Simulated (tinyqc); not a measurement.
Floating body of a partially depleted SOI transistor: body voltage and kink: two steps of the calculation.

Source at 0 V. Channel current Ic = 2 nf K Vt^2 [F(0) - F(Vd)](1 + la Vd), F(V) = ln^2(1 + exp((Vg - VT - nf V)/(2 nf Vt))), VT = VT0 - gb Vb. Saturation voltage Vs = 2 Vt sqrt(F(0)) + 3 Vt, excess Ve = (Vd - Vs + sqrt((Vd - Vs)^2 + 0.0004 V^2))/2, multiplication M1 = Ai Ve exp(-Bl/Ve). Each junction passes D(v) = J1 (exp(v/Vt) - 1) + J2 (exp(v/(2 Vt)) - 1). Bipolar current Ib = bb J1 (exp(Vb/Vt) - 1). The body settles where M1 (Ic + Ib) = D(Vb) + D(Vb - Vd) + Vb/Rb; drain current Id = (1 + M1)(Ic + Ib) - D(Vb - Vd).

Inputs (values chosen for the exercise); values of the order met in partially depleted silicon-on-insulator transistors:
- T = 358 K (temperature)
- VT0 = 0.49 V (threshold at zero body voltage)
- gb = 0.3 (fall of the threshold per volt of body voltage)
- nf = 1.21 (slope factor)
- K = 450 uA/(V^2 um) (gain factor per width)
- la = 0.1 1/V (channel-length modulation factor)
- Ai = 3.61 1/V (impact-ionisation prefactor)
- Bl = 8.8 V (impact-ionisation voltage)
- J1 = 7.1e-11 uA/um (diffusion saturation current of each junction)
- J2 = 5.3e-8 uA/um (recombination saturation current of each junction)
- bb = 0.5 (gain of the lateral bipolar transistor on the diffusion current)
- Rb = 10000 kohm um (resistance of a weak body tie to the source (1e9 stands for no tie, and the term is then dropped))
- Vg = 0.96 V (gate voltage)
- Vd = 1.4 V (drain voltage)

Constants: q = 1.602176634e-19 C, kB = 1.380649e-23 J/K, Vt = kB T/q. Results are converted to the units shown.

Question 1. New Vb. Current into the body I_in = M1 (Ic + Ib) - D(Vb - Vd), current out I_out = D(Vb) + Vb/Rb; f = ln(I_in/I_out), s = df/dVb by central differences over 1e-5 V, Vb(new) = Vb - f/s.

Vb after iteration 1 = 0.081128428 V

Give: Ic; Ve; M1; I_in; I_out; f; s; Vb after iteration 2.

Answer 1.

Ic = 51.823 uA/um
Ve = 0.89893 V
M1 = 1.8187e-4
I_in = 0.0094253 uA/um
I_out = 0.0081130 uA/um
f = 0.14993
s = -14.086 1/V
Vb after iteration 2 = 0.091773 V

Question 2. Drain current with floating and with grounded body. Id and VT at the converged Vb, Id at Vb = 0, their ratio, and the bipolar share Ib/(Ic + Ib).

converged Vb = 0.092388765 V

Find: VT; Id, floating; Id, grounded; ratio; bipolar share.

Answer 2.

VT = 0.4623 V
Id, floating = 52.54 uA/um
Id, grounded = 46.87 uA/um
ratio = 1.121
bipolar share = 1.283e-9 %

The body rises to 0.0924 V and lowers the threshold by 27.7 mV.

Range of the model: The multiplication law is an empirical form chosen for the exercise; self-heating and capacitive coupling to the body are left out, and the linear laws are rough once Vb passes about 0.7 V or M1 about 0.1.

Computed by the program tinyqc: `OMP_NUM_THREADS=1 python tinyqc.py 2182011 2182012 out.jsonl`, one thread of a shared Intel Xeon 2.30GHz, about 0.2 s for the whole run.
